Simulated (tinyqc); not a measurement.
Both approximations at x = 1/2: order-disorder in a binary alloy on two sublattices: Bragg-Williams and pair (quasi-chemical) approximations. Computed by tinyqc, a small Python program. Command: `OMP_NUM_THREADS=1 python tinyqc.py 3029912 3029913 out.jsonl order walk`. One thread of a shared host (Intel(R) Xeon(R) Processor @ 2.30GHz), about 0.01 s of CPU time with the checks.

All z = 6 neighbours of a site lie on the other sublattice. B fills the sublattices with x + eta/2 and x - eta/2; energies are per site, from the pure components: u = -z w y with y the probability of an A-B bond taken in one order.

Inputs (values chosen for the exercise, for a model alloy): ordering energy w = (e_AA + e_BB)/2 - e_AB = 32.8 meV; fraction x of B = 0.48.

Lattice: simple cubic (z = 6).

Constants: k_B = 8.617333262e-05 eV/K.

Method. Bragg-Williams: k_B T_c = 2 z w x (1 - x). Pair approximation at x = 1/2: k_B T_c = w/ln(z/(z - 2)). At x = 1/2 the alloy is an Ising model with K = w/(2 k_B T). Bragg-Williams: eta = tanh(z K eta), neighbour correlation -eta^2. Pair: h = (z - 1) artanh(tanh K tanh h), eta = tanh(z h/(z - 1)), correlation -(tanh K + tanh^2 h)/(1 + tanh K tanh^2 h). T is given in units of the Bragg-Williams T_c at x = 1/2, z w/(2 k_B).

T_c, pair approximation at x = 1/2 = 938.745 K

Order and neighbour correlation:
```
T/T_c   T (K)  eta, Bragg-Williams  correlation, Bragg-Williams  eta, pair  correlation, pair
0.30    342.6              0.99741                     -0.99483    0.99728           -0.99464
0.45    513.8              0.97398                     -0.94863    0.96897           -0.94178
0.55    628.0              0.93553                     -0.87521    0.91387           -0.84867
0.65    742.2              0.87207                     -0.76050    0.80308           -0.68837
0.75    856.4              0.77552                     -0.60143    0.57532           -0.44235
0.85    970.6              0.62950                     -0.39627    0.00000           -0.19360
0.95   1084.8              0.37949                     -0.14401    0.00000           -0.17366
1.10   1256.1              0.00000                      0.00000    0.00000           -0.15037
1.50   1712.8              0.00000                      0.00000    0.00000           -0.11066
```

The pair approximation loses long-range order between T/T_c = 0.75 and 0.85, at 939 K, and keeps a correlation of -0.111 in the last row. At its own T_c the correlation is -1/(z - 1) = -0.200, so the fewer the neighbours, the more of the ordering energy is released above T_c.
